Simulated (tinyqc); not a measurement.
Trap density from the barrier height.

Inverse problem. In a partly depleted grain with all boundary traps filled, 2 N W = Qt and VB = q N W^2/(2 eps0 eps_r). Find Qt, W and the doping at which VB would equal Vt.

Inputs (values chosen for the exercise): temperature T = 300 K; relative permittivity eps_r = 11.7.

Constants: q = 1.602176634e-19 C, kB = 1.380649e-23 J/K, Vt = kB T/q, eps0 = 8.8541878128e-14 F/cm where lengths are in cm. Results are converted to the units shown.

doping = 7.3e17 cm^-3
barrier height = 0.15254060 V

Answer. Eliminating W gives VB = q Qt^2/(8 eps0 eps_r N), which falls as 1/N.

Qt = 2.400e12 cm^-2
W = 16.44 nm
doping for VB = Vt = 4.307e18 cm^-3

Numbers from tinyqc (`OMP_NUM_THREADS=1 python tinyqc.py 2830183 2830184 out.jsonl`; about 0.01 s on one thread of a shared Intel Xeon 2.30GHz).
